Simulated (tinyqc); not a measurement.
# Changing the anneal time t

Model: grain growth, pinning, strength and diffusional creep of a polycrystal or thin film. Computed by tinyqc, a small Python program. Command: `OMP_NUM_THREADS=1 python tinyqc.py 3008311 3008312 out.jsonl grain sweep`. One thread of a shared host (Intel(R) Xeon(R) Processor @ 2.30GHz), about 0.01 s of CPU time with the checks.

One mean grain size d describes the structure.

Inputs (values chosen for the exercise, for a model solid):
```
quantity                                    value       unit
shear modulus G                              40.1        GPa
Burgers vector b                            2.556   angstrom
boundary energy gamma                        0.75      J/m^2
mobility prefactor M0                     9.2e-06  m^4/(J s)
activation energy of boundary motion Q_m      1.1         eV
anneal temperature T                          517          K
initial grain size d0                          97         nm
particle volume fraction f                 0.0025          -
particle radius r                               3         nm
friction stress sigma_0                        23        MPa
Hall-Petch slope k_y                         0.12  MPa m^0.5
```

Sample: bulk.

Constants: k_B = 8.617333262e-05 eV/K.

Method:
- M = M0 exp(-Q_m/(k_B T)). The driving pressure is 2 gamma/d. Zener pinning pressure 3 f gamma/(2 r) stops growth at d_Z = 4 r/(3 f). The limit is d_lim = d_Z.
- dd/dt = 2 M gamma (1/d - 1/d_lim) integrates to 2 M gamma t = d_lim (d0 - d) + d_lim^2 ln[(d_lim - d0)/(d_lim - d)]; without pinning d^2 = d0^2 + 4 M gamma t.
- Hall-Petch term k_y/sqrt(d). Orowan term 3.06 x 0.4 G b ln(2 rbar/b)/(pi lambda sqrt(1 - nu)) with nu = 1/3, rbar = sqrt(2/3) r, lambda = rbar (sqrt(pi/f) - 2). The terms are added to sigma_0.

One run for each value:
```
anneal time t (s)  size without pinning (nm)  grain size d (nm)  Hall-Petch term (MPa)
7.7                                      116                115                  354.3
32                                       162                157                  302.5
130                                      278                263                  234.1
550                                      545                485                  172.3
2300                                    1100                864                  129.1
9600                                    2241               1341                  103.6
40000                                   4572               1590                   95.2
170000                                  9424               1600                   94.9
690000                                 18985               1600                   94.9
```

Over the rows, size without pinning (nm) rises from 116 to 19000 (exponent d ln y / d ln x 0.23 between the first rows and 0.50 between the last); grain size d (nm) rises from 115 to 1600; Hall-Petch term (MPa) falls from 354 to 94.9. At the high end the exponent of size without pinning is 0.50, close to 0.50: parabolic growth. At the high end the exponent of grain size d is 0.00, close to 0: no growth yet, or stagnation.
